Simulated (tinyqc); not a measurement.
What moves the results: Fermi-Dirac statistics of conduction electrons. A value that a table varies takes the place of the one given here.

Non-parabolic band E (1 + alpha E) = c k^2/m: n = Nc (2/sqrt(pi)) integral_0^infinity sqrt(x (1 + a x)) (1 + 2 a x) dx/(1 + exp(x - eta)) with a = alpha kT and eta = (EF - Ec)/kT; a = 0 gives n = Nc F_1/2(eta).

Constants: hbar^2/2m0 = 3.80998211 eV angstrom^2; kB = 8.617333262e-05 eV/K.

Values chosen for the exercise (near those of Ge, lowest valleys alone; not measured data):
```
symbol  value    unit    meaning
m       0.5595   m0      density-of-states mass of the conduction band
T       77       K
alpha   0.61     1/eV    non-parabolicity
n       1.8e+17  1/cm^3  electron density
```

## Parabolic against non-parabolic filling

N = 2 (m kB T/(4 pi c))^(3/2) with c = hbar^2/2m0, in 1/angstrom^3; times 1e24 for 1/cm^3. k_F = (3 pi^2 n)^(1/3) and the energy E0 that solves E (1 + alpha E) = c k_F^2/m give the limit of zero temperature.

EF - Ec (meV):
```
n (1/cm^3)  parabolic  non-parabolic  non-parabolic, 0 K
1.0e+17         -17.2          -17.3                 1.4
5.0e+17          -5.8           -5.9                 4.1
2.0e+18           5.9            5.7                10.3
7.0e+18          22.1           21.7                23.5
2.0e+19          47.2           45.8                46.7
7.0e+19         110.4          103.6               104.1
```

Non-parabolicity lowers EF by 0.1 meV at the lowest density and by 6.7 meV at the highest, where alpha (EF - Ec) = 0.06. Temperature lowers EF below its 0 K value by 18.7 meV at the lowest density and by 0.4 meV at the highest. EF enters the band between 5e+17 and 2e+18 1/cm^3. In Ge the Gamma and Delta valleys, 0.14 and 0.18 eV up, would start to fill in the rows with EF above about 100 meV.

## What moves the Fermi level

N = 2 (m kB T/(4 pi c))^(3/2) with c = hbar^2/2m0, in 1/angstrom^3; times 1e24 for 1/cm^3. Each row changes one parameter from the base and keeps the others.

Results:
```
case                parabolic EF - Ec (meV)  non-parabolic EF - Ec (meV)
base                                 -13.14                       -13.24
m = 0.6155 m0                        -14.13                       -14.23
T = 52 K                              -6.07                        -6.12
n = 9e+16 1/cm^3                     -17.89                       -17.99
alpha = 0.915 1/eV                   -13.14                       -13.30
```

The largest shifts from the base row, up to three for each result and ties (the steps differ in size, so this ranks the rows, not the parameters). parabolic EF - Ec (meV): T +7.07, n -4.75, m -0.99; unchanged at the printed digits by alpha. non-parabolic EF - Ec (meV): T +7.13, n -4.75, m -0.99.

Run: tinyqc, `OMP_NUM_THREADS=1 python tinyqc.py 1651752 1651753 out.jsonl`; Intel(R) Xeon(R) Processor @ 2.30GHz, one thread, shared host; about 0.01 s of CPU time with all checks.
